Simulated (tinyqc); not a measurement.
From a target to a composition: alloy A(1-x)B(x) by interpolation with bowing. Three cases, with inputs chosen for the exercise.

Problem. An alloy A(1-x)B(x) has the gap E(x) = (1 - x) E_A + x E_B - C1 x (1 - x) at Gamma, C1 the first entry of C. Which x puts hc/E at the given wavelength, and what is the mismatch (a_sub - a(x))/a(x) to a substrate of A, with Vegard for a(x)?

Constants: hc = 1239.841984 eV nm.

Find: target gap; x; mismatch.

Method. Solve C1 x^2 + (E_B - E_A - C1) x + E_A - hc/wavelength = 0; the gap is monotonic in x because |E_B - E_A| > C1, so one root lies between 0 and 1. Whether Gamma is the lowest valley there, and whether such a mismatch can be grown coherently, are separate questions.

Case 1.

Values chosen (out of a larger set: A near Ge, B near Si; not measured data): a = (5.663, 5.427) angstrom (lattice constant of A, B); Eg = (0.887, 4.174) eV (gap at Gamma to the s-like level of A, B); C = (0.215, 0.221, 0) eV (bowing of the Gamma, X and L gaps).

wavelength = 603.896 nm

Solution.

target gap = 2.0531 eV
x = 0.370
mismatch = 1.566 %

Case 2.

Values chosen (out of a larger set: A near Si, B near Ge; not measured data): a = (5.426, 5.657) angstrom (lattice constant of A, B); Eg = (4.224, 0.903) eV (gap at Gamma to the s-like level of A, B); C = (0.217, 0.199, 0.06) eV (bowing of the Gamma, X and L gaps).

wavelength = 544.305 nm

Solution.

target gap = 2.2778 eV
x = 0.570
mismatch = -2.369 %

Case 3.

Values chosen (out of a larger set: A near GaP, B near InP; not measured data): a = (5.448, 5.863) angstrom (lattice constant of A, B); Eg = (2.872, 1.407) eV (gap at Gamma to the s-like level of A, B); C = (0.628, 0.232, 0.988) eV (bowing of the Gamma, X and L gaps).

wavelength = 775.134 nm

Solution.

target gap = 1.5995 eV
x = 0.800
mismatch = -5.744 %

Computed by tinyqc, one run a case: `OMP_NUM_THREADS=1 python tinyqc.py N N+1 out.jsonl` with N = 1080425, 1080435, 1080488; one thread of a shared Intel(R) Xeon(R) Processor @ 2.30GHz, about 0.01 s a run at most.
